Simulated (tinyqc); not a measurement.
Worked calculation: geometry optimisation on the B3LYP (VWN-RPA form)/sto-3g surface (energies and gradients from PySCF), for H4, spin multiplicity 1. One step of it, computed by the program tinyqc.

Question. Step 3: move. Quasi-Newton step p = -H^(-1) g (the inverse Hessian comes from BFGS updates; coordinates in the order x, y, z of each atom); steps longer than 0.5 bohr are cut back.

positions after step 2 (bohr), order 1H, 2H, 3H, 4H:
$$\begin{pmatrix}
-0.059825 & -0.053356 & -0.027941 \\
0.014043 & -0.071816 & 1.330784 \\
0.075018 & -0.041040 & 3.599930 \\
0.018007 & 0.118968 & 4.954039
\end{pmatrix}$$

gradient (hartree/bohr), order 1H, 2H, 3H, 4H:
$$\begin{pmatrix}
0.00055529 & 0.00030895 & 0.01906050 \\
0.00032893 & 0.00063653 & 0.02166372 \\
-0.00076862 & -0.00015590 & -0.02364441 \\
-0.00011560 & -0.00078959 & -0.01707980
\end{pmatrix}$$

inverse Hessian in use (bohr^2/hartree):
```
            1          2          3          4          5          6          7          8
1    1.667351   0.000443   0.024675   0.000597   0.000908   0.034074  -0.001173  -0.000121
2    0.000443   1.666681   0.010634  -0.000186   0.000261   0.001223  -0.000481   0.000671
3    0.024675   0.010634   2.451625   0.010271   0.026317   0.819255  -0.036832   0.010375
4    0.000597  -0.000186   0.010271   1.665983   0.000104  -0.014110  -0.000439   0.001474
5    0.000908   0.000261   0.026317   0.000104   1.667478   0.020173  -0.001223   0.000744
6    0.034074   0.001223   0.819255  -0.014110   0.020173   1.768550  -0.037161   0.051494
7   -0.001173  -0.000481  -0.036832  -0.000439  -0.001223  -0.037161   1.668398  -0.000568
8   -0.000121   0.000671   0.010375   0.001474   0.000744   0.051494  -0.000568   1.664638
9   -0.034033  -0.000879  -0.811532   0.014845  -0.019711  -0.074193   0.036682  -0.052249
10  -0.000108   0.000224   0.001887   0.000526   0.000211   0.017197  -0.000119  -0.000785
11  -0.001230  -0.000947  -0.047327  -0.001392  -0.001816  -0.072890   0.002273   0.000614
12  -0.024717  -0.010978  -0.792682  -0.011005  -0.026779  -0.846946   0.037311  -0.009620

            9         10         11         12
1   -0.034033  -0.000108  -0.001230  -0.024717
2   -0.000879   0.000224  -0.000947  -0.010978
3   -0.811532   0.001887  -0.047327  -0.792682
4    0.014845   0.000526  -0.001392  -0.011005
5   -0.019711   0.000211  -0.001816  -0.026779
6   -0.074193   0.017197  -0.072890  -0.846946
7    0.036682  -0.000119   0.002273   0.037311
8   -0.052249  -0.000785   0.000614  -0.009620
9    1.714111  -0.017494   0.072839   0.838280
10  -0.017494   1.666368   0.000350  -0.001590
11   0.072839   0.000350   1.668815   0.047378
12   0.838280  -0.001590   0.047378   2.468015
```

Give: positions after step 3.

Answer.

positions after step 3 (bohr), order 1H, 2H, 3H, 4H:
$$\begin{pmatrix}
-0.0632 & -0.0543 & -0.1252 \\
0.0138 & -0.0747 & 1.2605 \\
0.0793 & -0.0435 & 3.6720 \\
0.0173 & 0.1253 & 5.0496
\end{pmatrix}$$
